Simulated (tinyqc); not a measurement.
# Off-state leakage of single and stacked transistors: what changes with what

n-channel devices of unit width. Subthreshold current I(Vg, Vs, Vd) = I0 (T/300 K)^0.5 exp[(Vg - Vs - VT(T) - gb (Vs - Vb) + dd (Vd - Vs))/(nf Vt)] (1 - exp(-(Vd - Vs)/Vt)), VT(T) = VT - cT (T - 300 K). Gate-edge tunnelling Ig (Vd/1 V) exp(ag (Vd - 1 V)), for a gate at 0 V, and band-to-band leakage Ab u exp(-Bb/u), u = Vd - Vb + 1 V, flow at a drain held at V; both are taken as independent of T. In a stack of off transistors (all gates at 0 V) the same subthreshold current passes through each.

Inputs (values chosen for the exercise); values of the order met in bulk silicon logic transistors: temperature T = 378 K; supply voltage V = 0.8 V; threshold at 300 K, zero drain and body bias VT = 0.34 V; fall of the threshold with temperature cT = 0.6 mV/K; current at threshold at 300 K I0 = 0.17 uA/um; slope factor nf = 1.26; drain-induced lowering per volt dd = 0.06; rise of the threshold per volt of source-body bias gb = 0.24; gate-edge tunnelling current at 1 V Ig = 5e-5 uA/um; exponential slope of the gate current ag = 5.9 1/V; prefactor of band-to-band leakage at the drain Ab = 20 uA/(um V); its exponential voltage Bb = 24 V; body voltage Vb = 0 V.

Constants: q = 1.602176634e-19 C, kB = 1.380649e-23 J/K, Vt = kB T/q. Results are converted to the units shown.

Each table varies one quantity; the others keep the values above.

## Subthreshold current against the height of the stack

All n gates at 0 V, bottom source at 0 V, top drain at V; node voltages follow from equal currents.

Subthreshold current against the height of the stack:
```
n	I (nA/um)	reduction factor	drain voltage of the bottom device (mV)	source voltage of the top device (mV)	voltage across the top device (V)
1	0.4853	1.000	800.0	0	0.8000
2	0.1195	4.063	44.26	44.26	0.7557
3	0.06750	7.190	18.65	62.28	0.7377
4	0.04697	10.33	11.91	73.73	0.7263
5	0.03599	13.48	8.759	82.13	0.7179
6	0.02917	16.64	6.928	88.77	0.7112
```

What does the table show?

The second transistor cuts the current by a factor of 4.06, the third by a further 1.77 and the sixth by 1.23. The top device keeps 88.9 % of the supply at n = 6, while the drain voltage of the bottom one falls to 0.213 Vt.

## Leakage components against the body voltage

Same model as above.

One transistor with Vg = Vs = 0, Vd = V; stack factor I(one)/I(two in series).

The same in every row: gate edge (nA/um) = 0.01229; stack factor = 4.063.

Result of one run:
```
Vb (V)	subthreshold (nA/um)	band-to-band (nA/um)	total (nA/um)	largest part
-0.6	0.01453	2.179	2.206	band-to-band
```

What becomes of these results when the body voltage Vb is changed from -0.6 to -1.4 V, all else the same?

Result of the changed run:
```
Vb (V)	subthreshold (nA/um)	band-to-band (nA/um)	total (nA/um)	largest part
-1.4	1.351e-4	35.40	35.41	band-to-band
```

The whole series:
```
Vb (V)	subthreshold (nA/um)	band-to-band (nA/um)	total (nA/um)	largest part
0.2	1.563	0.009789	1.585	subthreshold
0	0.4853	0.05831	0.5559	subthreshold
-0.2	0.1507	0.2458	0.4088	band-to-band
-0.4	0.04680	0.8048	0.8639	band-to-band
-0.6	0.01453	2.179	2.206	band-to-band
-0.8	0.004512	5.095	5.112	band-to-band
-1	0.001401	10.61	10.62	band-to-band
-1.2	4.351e-4	20.13	20.14	band-to-band
-1.4	1.351e-4	35.40	35.41	band-to-band
```

As Vb goes from 0.2 to -1.4, the total leakage goes from 1.59 through a minimum of 0.409 (at Vb = -0.2 among the rows listed) to 35.4 nA/um. The subthreshold part leads at Vb = 0.2, the band-to-band part from -0.2 on. The exact minimum lies at Vb = -0.148 V: reverse body bias lowers the subthreshold part by a decade every nf Vt ln 10/gb = 0.394 V but raises the band-to-band part. The reduction by a stack of two stays at 4.06, for the subthreshold part alone. For Vb = 0.2 the body is forward biased; the junction current, left out, is still small at this voltage.

Program tinyqc, `OMP_NUM_THREADS=1 python tinyqc.py 2242270 2242271 out.jsonl`; Intel Xeon 2.30GHz, shared host, one thread, about 0.03 s.
